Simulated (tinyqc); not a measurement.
Ellipsometry and reflectance of a transparent film on an absorbing substrate: two steps of the calculation.

Air (index 1), film, substrate with N2 = n2 - i k2; time factor exp(+i w t). q_j = sqrt(N_j^2 - sin^2 th), root with positive real part. Fresnel coefficients r_s = (q_a - q_b)/(q_a + q_b), r_p = (N_b^2 q_a - N_a^2 q_b)/(N_b^2 q_a + N_a^2 q_b). tan(Psi) exp(i Delta) = R_p/R_s, Delta taken from 0 to 360 degrees.

Inputs (values chosen for the exercise); indices close to those of a porous low-k film on silicon:
- lam = 800 nm (wavelength)
- th = 70 degrees (angle of incidence)
- n1 = 1.313 (index of the transparent film)
- d = 81 nm (film thickness)
- n2 = 3.692 (index of the substrate)
- k2 = 0.0065 (extinction coefficient of the substrate)

Problem 1. Interface coefficients and thickness period. q0, q1, q2 and the coefficients r01 and r12 for p and s; the results repeat in d with the period lam/(2 q1).

Find: q0; q1; q2; r01,p; r01,s; r12,p; r12,s; period.

Solution 1.

q0 = 0.3420
q1 = 0.9170
q2 = 3.570-0.007i
r01,p = -0.2173
r01,s = -0.4567
r12,p = 0.3401-0.0007i
r12,s = -0.5913+0.0006i
period = 436.2 nm

Problem 2. Psi, Delta and reflectances. beta = 2 pi d q1/lam, X = exp(-2 i beta), R = (r01 + r12 X)/(1 + r01 r12 X) for p and s.

q1 = 0.91703150
r01,p = -0.21730091
r01,s = -0.45670196
r12,p = 0.34010153-0.00072454i
r12,s = -0.59129096+0.00061217i

Find: beta; X; R_p; R_s; Psi; Delta; |R_p|^2; |R_s|^2.

Solution 2.

beta = 0.58339 rad
X = 0.39311-0.91949i
R_p = -0.10882-0.31470i
R_s = -0.69791+0.33507i
Psi = 23.273 degrees
Delta = 96.571 degrees
|R_p|^2 = 0.11088
|R_s|^2 = 0.59935

The bare substrate gives Psi = 9.129 and Delta = 179.67 degrees.

Numbers from tinyqc (`OMP_NUM_THREADS=1 python tinyqc.py 2870203 2870204 out.jsonl`; about 0.4 s on one thread of a shared Intel Xeon 2.30GHz).
